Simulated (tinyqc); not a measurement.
Avalanche multiplication and breakdown of a junction from ionisation integrals: one step, computed by the program tinyqc. Command: `OMP_NUM_THREADS=1 python tinyqc.py 3021949 3021950 out.jsonl impact walk`. One thread of a shared host (Intel(R) Xeon(R) Processor @ 2.30GHz), about 0.01 s of CPU time with the checks.

Ionisation coefficients follow the local field. Position x runs through the depletion layer from the p side (x = 0), where electrons enter, to the n side (x = w), where holes enter. The built-in voltage is neglected.

Problem. Multiplication and noise. M_n = 1/(1 - I_n), M_p = M_n exp(-Phi(w)); McIntyre excess noise for the carrier with the larger M, F_x = k M + (1 - k)(2 - 1/M), with k = (smaller M - 1)/(larger M - 1).

Junction: linearly graded.

Every 50th point:
```
x (micrometre)  F (MV/cm)  alpha_n (1/cm)  alpha_p (1/cm)            Phi   I_n up to x
0.000000        0.0000000               0               0              0             0
0.991638        0.1644144    2.839345e-02    1.521647e+00  -1.076303e-05  1.553363e-07
1.983276        0.2818532    8.112080e+01    5.172682e+02  -1.218602e-02  1.717407e-03
2.974913        0.3523165    7.529881e+02    2.645504e+03  -1.251429e-01  4.055547e-02
3.966551        0.3758043    1.314323e+03    3.978382e+03  -3.629464e-01  1.820820e-01
4.958189        0.3523165    7.529881e+02    2.645504e+03  -6.007498e-01  3.601866e-01
5.949827        0.2818532    8.112080e+01    5.172682e+02  -7.137067e-01  4.293502e-01
6.941465        0.1644144    2.839345e-02    1.521647e+00  -7.258820e-01  4.328499e-01
7.933102        0.0000000               0               0  -7.258928e-01  4.328502e-01
```

Give: M_n; M_p; effective k; excess noise factor.

Solution.

M_n = 1.763

M_p = 3.644

effective k = 0.2887

excess noise factor = 2.279

Injecting holes gives the larger gain and, at equal gain, the lower noise.
